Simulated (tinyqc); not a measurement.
Sputter depth profiling of a dopant layer: erosion rate, quantification and the mixing-roughness response. Changing the box width b. Computed by tinyqc, a small Python program. Command: `OMP_NUM_THREADS=1 python tinyqc.py 3029284 3029285 out.jsonl sims sweep`. One thread of a shared host (Intel(R) Xeon(R) Processor @ 2.30GHz), about 0.2 s of CPU time with the checks.

A rastered ion beam erodes silicon (49.94 atoms per nm^3). The measured profile is the true one convolved with a depth response.

Inputs (values chosen for the exercise, modelled on a dopant in silicon under an oxygen or caesium beam):
```
quantity                               value    unit
beam energy E                            5.6     keV
beam current                             120      nA
raster side                              300      um
sputter yield at 1 keV                   1.5       -
mixing length at 1 keV                   1.3      nm
roughness sigma                          1.2      nm
depth of the top edge z0                  35      nm
box concentration C                  1.3e+18  1/cm^3
relative sensitivity factor RSF      9.7e+21  1/cm^3
matrix count rate                    2.2e+06     1/s
background count rate                   0.61     1/s
counting time per point                  0.5       s
level that defines the junction C_B    1e+16  1/cm^3
```

True profile: box.

Constants: e = 1.602176634e-19 C.

Method:
- Scaling chosen for the exercise: yield Y = Y1 E^0.5, mixing length w = w1 E^0.5 (E in keV).
- Erosion rate = Y I/(e x raster^2 x density); depth step = rate x counting time; concentration = RSF x counts/matrix counts; detection limit = RSF x 3 sqrt(background x time)/(matrix rate x time).
- Mixing alone turns a layer at z0 into (1/w) exp(-(z - z0 + w)/w) for z > z0 - w; roughness adds a Gaussian of width sigma. With x = z - z0 + w: g(x) = (1/(2w)) exp(sigma^2/(2 w^2) - x/w) erfc((sigma/w - x/sigma)/sqrt2), and its integral G(x) = (1/2) erfc(-x/(sigma sqrt2)) - w g(x). Measured: C [G(x) - G(x - b)].
- Find the maximum, the full width at half maximum and the deep point where the profile falls to C_B; far down, the trailing edge decays by w ln(10) per decade.

One run for each value:
```
box width b (nm)  peak concentration (1/cm^3)  full width at half maximum (nm)  apparent junction depth (nm)
0.30                               6.7736e+16                            4.791                        40.122
0.52                               1.1714e+17                            4.804                        41.927
0.91                               2.0355e+17                            4.846                        43.851
1.60                               3.5032e+17                            4.974                        45.955
2.70                               5.6002e+17                            5.315                        48.179
4.80                               8.5975e+17                            6.375                        51.207
8.30                               1.1253e+18                            8.956                        55.218
14.00                              1.2640e+18                           14.145                        61.099
25.00                              1.2985e+18                           25.007                        72.131
```

What does the table show, and why?

Over the rows, peak concentration (1/cm^3) rises from 6.77e16 to 1.30e18 (exponent d ln y / d ln x 1.00 between the first rows and 0.046 between the last); full width at half maximum (nm) rises from 4.79 to 25.0 (exponent d ln y / d ln x 0.0051 between the first rows and 0.98 between the last); apparent junction depth (nm) rises from 40.1 to 72.1 (exponent d ln y / d ln x 0.080 between the first rows and 0.29 between the last). At the low end the exponent of peak concentration is 1.00, close to 1: a box thinner than the response looks like a delta layer. At the high end the exponent of full width at half maximum is 0.98, close to 1: the box is resolved. At the low end the exponent of full width at half maximum is 0.01, close to 0: the response sets the width. Convolution conserves area, so the dose C b would be measured correctly in every row, even where the peak is not.

Caution (all rows): C_B lies below the detection limit, so this point could not be measured.

Extremes, crossings and ranges named in words are read from the listed rows.
